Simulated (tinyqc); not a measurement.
X-ray reflectivity of a thin film on silicon: critical angles, Parratt recursion, fringes and roughness: one step, computed by the program tinyqc.

n = 1 - delta + i beta; the classical electron radius is r_e = 2.8179403e-6 nm. Layer 0 is vacuum, 1 the film, 2 the substrate.

Task: Reflectivity at one angle. k_j = (2 pi/lambda) sqrt(sin^2 theta - 2 delta_j + 2 i beta_j); r_ij = (k_i - k_j)/(k_i + k_j) x exp(-2 k_i k_j sigma^2) (Nevot-Croce); r = (r_01 + r_12 p)/(1 + r_01 r_12 p), p = exp(2 i k_1 d); R = |r|^2.

Inputs (values chosen for the exercise, modelled on Al2O3 on silicon, copper K-alpha radiation):
```
quantity,value,unit
wavelength lambda,0.15406,nm
film thickness d,12.8,nm
roughness of the surface sigma_1,0.13,nm
roughness of the interface sigma_2,0.25,nm
grazing angle theta,0.868,degrees
```

Constants:
```
layer,rho_e (1/nm^3),delta,beta,critical angle (degrees),q_c (1/nm)
film,959.0199,1.020844e-05,1.327097e-07,0.2588912,0.3685655
substrate,711.4015,7.572626e-06,1.741704e-07,0.2229774,0.3174375
```

Give: k_0, k_1, k_2; 1000 r_01; 1000 r_12; p; reflectivity R; q = 4 pi sin(theta)/lambda.

Result:

k_0, k_1, k_2 (1/nm): [0.6178, 0.5897+0.0004i, 0.5971+0.0005i]

1000 r_01 = 23.00-0.31i

1000 r_12 = -5.957-0.085i

p = -0.8110+0.5686i

reflectivity R = 7.906e-04

q = 4 pi sin(theta)/lambda = 1.236 1/nm
